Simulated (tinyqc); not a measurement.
Electron-beam lithography: double-Gaussian proximity function, edge placement and dose correction for parallel lines: one step, computed by the program tinyqc.

Lines are infinitely long. Absorbed energy is counted so that the middle of a very large area written at dose 1 receives 1; the resist develops where it exceeds 1/2.

Problem. Dose correction. Uncorrected edge energies are M 1. Solve M d = 1/2 for the doses d that put the mean edge energy of every line at the threshold.

M:
```
           1          2          3          4
1  0.2567821  0.0006548  0.0003363  0.0005467
2  0.0003719  0.2570651  0.0003371  0.0005480
3  0.0003598  0.0006350  0.2567578  0.0005659
4  0.0003593  0.0006341  0.0003476  0.2569761
```

Give: edge energies at dose 1; corrected doses; largest over smallest dose.

Solution.

edge energies at dose 1: 1 0.2583, 2 0.2583, 3 0.2583, 4 0.2583

corrected doses: 1 1.936, 2 1.936, 3 1.936, 4 1.936

largest over smallest dose = 1.000
